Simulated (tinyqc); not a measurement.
Choice of the surrounding dielectric: dielectric confinement in a thin film (image charges).

A film |z| < t/2 of dielectric constant eps between half-spaces of dielectric constant e2; lam = (eps - e2)/(eps + e2), q = e^2/(4 pi eps0). The self-energy of a band edge is taken with the high-frequency value, e2 = eh, and the field of a fixed ion with the static one, e2 = eo. A charge at z has images lam^|n| at n t + (-1)^n z. Its self-energy is S(z) = (q/2 eps) sum over n >= 1 of lam^n [1/(n t - 2z) + 1/(n t + 2z)] for odd n and 2 lam^n/(n t) for even n; at the centre S(0) = -(q/(eps t)) ln(1 - lam).

Donor at the centre, lam from the static eo, trial function cos(pi z/t) exp(-rho/l): E(l) = c/(m l^2) - (q/eps) times the integral over k of F(k t) (1 + (k l/2)^2)^(-3/2), with F(x) = F0 + 2 lam exp(-x) G/(1 - lam exp(-x)), F0 = 2[(1 - exp(-x/2))/x + x (1 + exp(-x/2))/(x^2 + 4 pi^2)], G = 2 sinh(x/2)[1/x - x/(x^2 + 4 pi^2)]; c = hbar^2/2m0. The binding energy is -E at the minimum, counted from the subband edge with its self-energy.

Constants: e^2/(4 pi eps0) = 14.39964547 eV angstrom; hbar^2/2m0 = 3.80998211 eV angstrom^2; Ry = 13.60569312 eV.

Values chosen for the exercise (out of a larger set: near those of a Si (100) film, two-fold valleys, in vacuum; not measured data): t = 46 angstrom (film thickness); eps = 11.6 (dielectric constant of the film); m = 0.194 m0 (mass in the plane).

The same film between different dielectrics; in this table one value e2 serves for both eo and eh.

Results:

| case | lam | <S> (meV) | binding (meV) | l (angstrom) |
|---|---|---|---|---|
| e2 = 1 | 0.841 | 54.7 | 132.3 | 24.8 |
| e2 = 2.5 | 0.645 | 31.8 | 90.6 | 25.6 |
| e2 = 3.9 | 0.497 | 21.5 | 72.9 | 26.2 |
| e2 = 7.5 | 0.215 | 7.8 | 51.1 | 27.3 |
| e2 = 16 | -0.159 | -4.9 | 32.8 | 29.0 |
| e2 = 25 | -0.366 | -10.6 | 25.5 | 30.1 |
| e2 = 80 | -0.747 | -19.5 | 14.9 | 32.4 |

How do the results move, and what explains it?

The binding spans a factor 8.9, from 132 meV in vacuum to 14.9 meV for e2 = 80; going from 3.9 to 25 changes it by -47.5 meV and the band edge by -32.1 meV, so the binding responds 1.48 times as much as the edge (for an orbit much smaller than t the binding would change by twice the change of S(0), -53.9 meV; here l/t = 0.57 for e2 = 3.9).

Computed by tinyqc, a small Python program: `OMP_NUM_THREADS=1 python tinyqc.py 1281754 1281755 out.jsonl` (the numbers bound the seed that draws the inputs); one thread of a shared host (Intel(R) Xeon(R) Processor @ 2.30GHz), about 0.1 s for the whole set of steps.
